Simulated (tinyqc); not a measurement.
UHF in the 6-31g basis, for H2, spin multiplicity 3, step by step. Computed by tinyqc, a small Python program that keeps every step (integrals from PySCF). Settings: charge = 0, multiplicity = 3, basis = 6-31g, energy threshold = 1e-08, iteration cap = 85, orthogonalisation = symmetric, start = atomic densities, DIIS depth = 0, method = UHF. Command: `OMP_NUM_THREADS=1 python tinyqc.py 26502 26503 out.jsonl` (the two numbers bound the seeds that draw the settings). One thread of a shared host (Intel(R) Xeon(R) Processor @ 2.60GHz), about 0.07 s of CPU time with the checks. Later iterations appear only in the table of the cycle.

## One-electron integrals

Geometry (angstrom):
```
atom         x         y         z
H     0.000000  0.000000  0.000000
H     0.000000  0.000000  1.262000
```

Basis 6-31g: exponents (1/bohr^2) and contraction coefficients of normalised primitives:
```
element  l (shell)   exponent  coefficient
H            s (1)  18.731137     0.033495
H            s (1)   2.825394     0.234727
H            s (1)   0.640122     0.813757
H            s (2)   0.161278     1.000000
```

Overlap, kinetic and nuclear-attraction integrals over the contracted functions; the nuclear repulsion is the sum of Za Zb / Rab.

nuclear repulsion = 0.41931633 hartree

overlap S, order 1H 1s, 1H 2s, 2H 1s, 2H 2s:
```
[[1.000000, 0.658292, 0.121047, 0.311855],
 [0.658292, 1.000000, 0.311855, 0.632150],
 [0.121047, 0.311855, 1.000000, 0.658292],
 [0.311855, 0.632150, 0.658292, 1.000000]]
```

kinetic energy T (hartree), order 1H 1s, 1H 2s, 2H 1s, 2H 2s:
```
[[1.395678, 0.259735, -0.043759, 0.061501],
 [0.259735, 0.241917, 0.061501, 0.106170],
 [-0.043759, 0.061501, 1.395678, 0.259735],
 [0.061501, 0.106170, 0.259735, 0.241917]]
```

nuclear attraction V (hartree), order 1H 1s, 1H 2s, 2H 1s, 2H 2s:
```
[[-2.072509, -1.017723, -0.201463, -0.488639],
 [-1.017723, -1.036924, -0.488639, -0.701700],
 [-0.201463, -0.488639, -2.072509, -1.017723],
 [-0.488639, -0.701700, -1.017723, -1.036924]]
```

core Hamiltonian H = T + V (hartree), order 1H 1s, 1H 2s, 2H 1s, 2H 2s:
```
[[-0.676831, -0.757988, -0.245222, -0.427138],
 [-0.757988, -0.795007, -0.427138, -0.595530],
 [-0.245222, -0.427138, -0.676831, -0.757988],
 [-0.427138, -0.595530, -0.757988, -0.795007]]
```

## Two-electron integrals

Functions are numbered as in S; the eight-fold symmetry (ij|kl) = (ji|kl) = (kl|ij) leaves the list below.

Two-electron integrals (ij|kl) in chemists' order, unique and non-zero (hartree):
```
(11|11) 1.076566   (21|11) 0.578470   (21|21) 0.329423   (22|11) 0.587396
(22|21) 0.361304   (22|22) 0.453150   (31|11) 0.087895   (31|21) 0.052536
(31|22) 0.061900   (31|31) 0.013322   (32|11) 0.154016   (32|21) 0.098061
(32|22) 0.131046   (32|31) 0.028027   (32|32) 0.072959   (33|11) 0.417854
(33|21) 0.272605   (33|22) 0.385892   (33|31) 0.087895   (33|32) 0.262568
(33|33) 1.076566   (41|11) 0.262568   (41|21) 0.151000   (41|22) 0.168214
(41|31) 0.028027   (41|32) 0.053963   (41|33) 0.154016   (41|41) 0.072959
(42|11) 0.328551   (42|21) 0.205091   (42|22) 0.265990   (42|31) 0.043890
(42|32) 0.103209   (42|33) 0.328551   (42|41) 0.103209   (42|42) 0.181085
(43|11) 0.272605   (43|21) 0.176758   (43|22) 0.247992   (43|31) 0.052536
(43|32) 0.151000   (43|33) 0.578470   (43|41) 0.098061   (43|42) 0.205091
(43|43) 0.329423   (44|11) 0.385892   (44|21) 0.247992   (44|22) 0.345686
(44|31) 0.061900   (44|32) 0.168214   (44|33) 0.587396   (44|41) 0.131046
(44|42) 0.265990   (44|43) 0.361304   (44|44) 0.453150
```

## Orthogonalisation

S = U s U^T; symmetric (Loewdin) form X = U s^(-1/2) U^T, so that X^T S X = 1.

eigenvalues of S: [0.192908, 0.373357, 1.053896, 2.379840]

X, order 1H 1s, 1H 2s, 2H 1s, 2H 2s:
```
[[1.253536, -0.501024, 0.014747, 0.023147],
 [-0.501024, 1.514315, 0.023147, -0.497792],
 [0.014747, 0.023147, 1.253536, -0.501024],
 [0.023147, -0.497792, -0.501024, 1.514315]]
```

## Starting guess

The start is atomic minimal-basis densities projected into this basis (PySCF's MINAO start) and scaled to the electron count of each spin; this density is not idempotent, so its energy is not variational and may lie below the converged one.

D(alpha) at the start, order 1H 1s, 1H 2s, 2H 1s, 2H 2s:
```
[[0.270844, 0.296626, -0.010264, 0.003202],
 [0.296626, 0.325634, 0.003202, 0.019353],
 [-0.010264, 0.003202, 0.270844, 0.296626],
 [0.003202, 0.019353, 0.296626, 0.325634]]
```

D(beta) at the start, order 1H 1s, 1H 2s, 2H 1s, 2H 2s:
```
[[0.000000, 0.000000, 0.000000, 0.000000],
 [0.000000, 0.000000, 0.000000, 0.000000],
 [0.000000, 0.000000, 0.000000, 0.000000],
 [0.000000, 0.000000, 0.000000, 0.000000]]
```

## Iteration 1: building the Fock matrix

J_ij = sum D_kl (ij|kl) with D = D(alpha) + D(beta), K_ij = sum D_kl (ik|jl) for each spin; F = H + J - K(s); E = tr D H + tr D J / 2 - 0.5 sum_s tr D(s) K(s) + E_nn.

Coulomb J (hartree), order 1H 1s, 1H 2s, 2H 1s, 2H 2s:
```
[[1.240173, 0.737664, 0.152043, 0.362267],
 [0.737664, 0.896145, 0.362267, 0.601974],
 [0.152043, 0.362267, 1.240173, 0.737664],
 [0.362267, 0.601974, 0.737664, 0.896145]]
```

exchange K(alpha) (hartree), order 1H 1s, 1H 2s, 2H 1s, 2H 2s:
```
[[0.792083, 0.623658, 0.235977, 0.390384],
 [0.623658, 0.601520, 0.390384, 0.486565],
 [0.235977, 0.390384, 0.792083, 0.623658],
 [0.390384, 0.486565, 0.623658, 0.601520]]
```

exchange K(beta) (hartree), order 1H 1s, 1H 2s, 2H 1s, 2H 2s:
```
[[0.000000, 0.000000, 0.000000, 0.000000],
 [0.000000, 0.000000, 0.000000, 0.000000],
 [0.000000, 0.000000, 0.000000, 0.000000],
 [0.000000, 0.000000, 0.000000, 0.000000]]
```

F(alpha) (hartree), order 1H 1s, 1H 2s, 2H 1s, 2H 2s:
```
[[-0.228741, -0.643982, -0.329156, -0.455256],
 [-0.643982, -0.500382, -0.455256, -0.480121],
 [-0.329156, -0.455256, -0.228741, -0.643982],
 [-0.455256, -0.480121, -0.643982, -0.500382]]
```

F(beta) (hartree), order 1H 1s, 1H 2s, 2H 1s, 2H 2s:
```
[[0.563342, -0.020324, -0.093178, -0.064872],
 [-0.020324, 0.101138, -0.064872, 0.006444],
 [-0.093178, -0.064872, 0.563342, -0.020324],
 [-0.064872, 0.006444, -0.020324, 0.101138]]
```

total energy of this density = -1.10006913 hartree

This density is the starting one; it is not idempotent, so its energy is not variational and may lie below the converged one.

## Iteration 1: diagonalisation and new density

Diagonalise F' = X^T F X, C = X C', fill 2 alpha and 0 beta electrons from the bottom; D(s) = C_occ C_occ^T. Each column has its largest component positive (the first on a tie).

F' = X^T F X (alpha) (hartree):
```
[[0.302383, -0.709939, -0.091239, -0.143838],
 [-0.709939, 0.135518, -0.143838, -0.208136],
 [-0.091239, -0.143838, 0.302383, -0.709939],
 [-0.143838, -0.208136, -0.709939, 0.135518]]
```

orbital energies (alpha) (hartree): [-0.796222, -0.198013, 0.934749, 0.935290]

coefficients C (alpha), order 1H 1s, 1H 2s, 2H 1s, 2H 2s:
```
[[0.322058, 0.337784, 0.902626, -0.889145],
 [0.329864, 0.771750, -0.722518, 1.251426],
 [0.322058, -0.337784, 0.902626, 0.889145],
 [0.329864, -0.771750, -0.722518, -1.251426]]
```

F' = X^T F X (beta) (hartree):
```
[[0.929888, -0.434704, -0.045770, -0.031808],
 [-0.434704, 0.385548, -0.031808, -0.084240],
 [-0.045770, -0.031808, 0.929888, -0.434704],
 [-0.031808, -0.084240, -0.434704, 0.385548]]
```

orbital energies (beta) (hartree): [0.042667, 0.247011, 1.142758, 1.198435]

coefficients C (beta), order 1H 1s, 1H 2s, 2H 1s, 2H 2s:
```
[[0.139316, 0.099506, 0.948180, -0.945926],
 [0.464795, 1.065758, -0.644057, 1.012830],
 [0.139316, -0.099506, 0.948180, 0.945926],
 [0.464795, -1.065758, -0.644057, -1.012830]]
```

D(alpha) after iteration 1, order 1H 1s, 1H 2s, 2H 1s, 2H 2s:
```
[[0.217820, 0.366921, -0.010377, -0.154450],
 [0.366921, 0.704409, -0.154450, -0.486788],
 [-0.010377, -0.154450, 0.217820, 0.366921],
 [-0.154450, -0.486788, 0.366921, 0.704409]]
```

D(beta) after iteration 1, order 1H 1s, 1H 2s, 2H 1s, 2H 2s:
```
[[0.000000, 0.000000, 0.000000, 0.000000],
 [0.000000, 0.000000, 0.000000, 0.000000],
 [0.000000, 0.000000, 0.000000, 0.000000],
 [0.000000, 0.000000, 0.000000, 0.000000]]
```

## Iteration 2: building the Fock matrix

As before.

Coulomb J (hartree), order 1H 1s, 1H 2s, 2H 1s, 2H 2s:
```
[[1.185285, 0.708335, 0.142280, 0.344043],
 [0.708335, 0.869149, 0.344043, 0.577897],
 [0.142280, 0.344043, 1.185285, 0.708335],
 [0.344043, 0.577897, 0.708335, 0.869149]]
```

exchange K(alpha) (hartree), order 1H 1s, 1H 2s, 2H 1s, 2H 2s:
```
[[0.719744, 0.548983, 0.118365, 0.261035],
 [0.548983, 0.510457, 0.261035, 0.347154],
 [0.118365, 0.261035, 0.719744, 0.548983],
 [0.261035, 0.347154, 0.548983, 0.510457]]
```

exchange K(beta) (hartree), order 1H 1s, 1H 2s, 2H 1s, 2H 2s:
```
[[0.000000, 0.000000, 0.000000, 0.000000],
 [0.000000, 0.000000, 0.000000, 0.000000],
 [0.000000, 0.000000, 0.000000, 0.000000],
 [0.000000, 0.000000, 0.000000, 0.000000]]
```

F(alpha) (hartree), order 1H 1s, 1H 2s, 2H 1s, 2H 2s:
```
[[-0.211290, -0.598635, -0.221307, -0.344130],
 [-0.598635, -0.436316, -0.344130, -0.364787],
 [-0.221307, -0.344130, -0.211290, -0.598635],
 [-0.344130, -0.364787, -0.598635, -0.436316]]
```

F(beta) (hartree), order 1H 1s, 1H 2s, 2H 1s, 2H 2s:
```
[[0.508454, -0.049653, -0.102941, -0.083095],
 [-0.049653, 0.074141, -0.083095, -0.017633],
 [-0.102941, -0.083095, 0.508454, -0.049653],
 [-0.083095, -0.017633, -0.049653, 0.074141]]
```

total energy of this density = -0.92648011 hartree

## Iteration 2: diagonalisation and new density

As before.

F' = X^T F X (alpha) (hartree):
```
[[0.295116, -0.707383, -0.031122, -0.072020],
 [-0.707383, 0.119681, -0.072020, -0.130327],
 [-0.031122, -0.072020, 0.295116, -0.707383],
 [-0.072020, -0.130327, -0.707383, 0.119681]]
```

orbital energies (alpha) (hartree): [-0.664734, -0.348382, 0.918082, 0.924628]

coefficients C (alpha), order 1H 1s, 1H 2s, 2H 1s, 2H 2s:
```
[[0.317668, 0.330744, 0.904180, -0.891788],
 [0.333372, 0.781620, -0.720907, 1.245285],
 [0.317668, -0.330744, 0.904180, 0.891788],
 [0.333372, -0.781620, -0.720907, -1.245285]]
```

F' = X^T F X (beta) (hartree):
```
[[0.873066, -0.437967, -0.046965, -0.036717],
 [-0.437967, 0.374482, -0.036717, -0.094515],
 [-0.046965, -0.036717, 0.873066, -0.437967],
 [-0.036717, -0.094515, -0.437967, 0.374482]]
```

orbital energies (beta) (hartree): [0.005412, 0.234232, 1.100656, 1.154796]

coefficients C (beta), order 1H 1s, 1H 2s, 2H 1s, 2H 2s:
```
[[0.156508, 0.122444, 0.945495, -0.943231],
 [0.453025, 1.040851, -0.652389, 1.038410],
 [0.156508, -0.122444, 0.945495, 0.943231],
 [0.453025, -1.040851, -0.652389, -1.038410]]
```

D(alpha) after iteration 2, order 1H 1s, 1H 2s, 2H 1s, 2H 2s:
```
[[0.210305, 0.364418, -0.008479, -0.152615],
 [0.364418, 0.722067, -0.152615, -0.499793],
 [-0.008479, -0.152615, 0.210305, 0.364418],
 [-0.152615, -0.499793, 0.364418, 0.722067]]
```

D(beta) after iteration 2, order 1H 1s, 1H 2s, 2H 1s, 2H 2s:
```
[[0.000000, 0.000000, 0.000000, 0.000000],
 [0.000000, 0.000000, 0.000000, 0.000000],
 [0.000000, 0.000000, 0.000000, 0.000000],
 [0.000000, 0.000000, 0.000000, 0.000000]]
```

## Iteration 8 (converged): orbitals

converged F(alpha) (hartree), order 1H 1s, 1H 2s, 2H 1s, 2H 2s:
```
[[-0.209024, -0.598924, -0.222133, -0.344736],
 [-0.598924, -0.439735, -0.344736, -0.366964],
 [-0.222133, -0.344736, -0.209024, -0.598924],
 [-0.344736, -0.366964, -0.598924, -0.439735]]
```

converged F(beta) (hartree), order 1H 1s, 1H 2s, 2H 1s, 2H 2s:
```
[[0.501275, -0.053096, -0.103728, -0.084830],
 [-0.053096, 0.071486, -0.084830, -0.019625],
 [-0.103728, -0.084830, 0.501275, -0.053096],
 [-0.084830, -0.019625, -0.053096, 0.071486]]
```

As before.

F' = X^T F X (alpha) (hartree):
```
[[0.298172, -0.707048, -0.032058, -0.071865],
 [-0.707048, 0.114964, -0.071865, -0.130195],
 [-0.032058, -0.071865, 0.298172, -0.707048],
 [-0.071865, -0.130195, -0.707048, 0.114964]]
```

orbital energies (alpha) (hartree): [-0.666073, -0.348911, 0.916956, 0.924300]

coefficients C (alpha), order 1H 1s, 1H 2s, 2H 1s, 2H 2s:
```
[[0.315732, 0.327644, 0.904858, -0.892931],
 [0.334914, 0.785942, -0.720192, 1.242562],
 [0.315732, -0.327644, 0.904858, 0.892931],
 [0.334914, -0.785942, -0.720192, -1.242562]]
```

F' = X^T F X (beta) (hartree):
```
[[0.865381, -0.438292, -0.046876, -0.037165],
 [-0.438292, 0.373268, -0.037165, -0.094892],
 [-0.046876, -0.037165, 0.865381, -0.438292],
 [-0.037165, -0.094892, -0.438292, 0.373268]]
```

orbital energies (beta) (hartree): [0.001638, 0.231724, 1.095244, 1.148693]

coefficients C (beta), order 1H 1s, 1H 2s, 2H 1s, 2H 2s:
```
[[0.159092, 0.125492, 0.945063, -0.942830],
 [0.451240, 1.037490, -0.653625, 1.041768],
 [0.159092, -0.125492, 0.945063, 0.942830],
 [0.451240, -1.037490, -0.653625, -1.041768]]
```

D(alpha) after iteration 8, order 1H 1s, 1H 2s, 2H 1s, 2H 2s:
```
[[0.207038, 0.363252, -0.007664, -0.151766],
 [0.363252, 0.729872, -0.151766, -0.505537],
 [-0.007664, -0.151766, 0.207038, 0.363252],
 [-0.151766, -0.505537, 0.363252, 0.729872]]
```

D(beta) after iteration 8, order 1H 1s, 1H 2s, 2H 1s, 2H 2s:
```
[[0.000000, 0.000000, 0.000000, 0.000000],
 [0.000000, 0.000000, 0.000000, 0.000000],
 [0.000000, 0.000000, 0.000000, 0.000000],
 [0.000000, 0.000000, 0.000000, 0.000000]]
```

## Convergence

Stop when the energy changes by less than 1e-08 hartree and every element of the error matrix X^T (F D S - S D F) X (for each spin) is below 3e-05.

Course of the cycle:
```
iteration  E (hartree)     change  largest element of the error matrix
1          -1.10006913          -                             8.79e-02
2          -0.92648011   1.74e-01                             8.88e-03
3          -0.92663282  -1.53e-04                             2.71e-03
4          -0.92664709  -1.43e-05                             8.29e-04
5          -0.92664842  -1.33e-06                             2.53e-04
6          -0.92664854  -1.24e-07                             7.74e-05
7          -0.92664855  -1.16e-08                             2.37e-05
8          -0.92664855  -1.08e-09                             7.23e-06
```

PySCF UHF in the same basis, after a stability check = -0.92664855 hartree

Converged in 8 iterations.

## Populations, bond orders and dipole

Mulliken: Z minus the diagonal of D S on the atom; Loewdin: the same with S^(1/2) D S^(1/2); Mayer order: 2 sum_s sum (D(s) S)_ij (D(s) S)_ji over the two atoms.

Charges (e):
```
atom  Mulliken  Loewdin  Mulliken spin
1H           0        0       1.000000
2H           0        0       1.000000
```

Mayer bond orders:
```
pair      order
2-1   -0.113249
```

dipole moment about the origin, x y z (debye): [0.000000, 0.000000, 0.000000]

<S^2> of the determinant (pure state: 2) = 2.000000
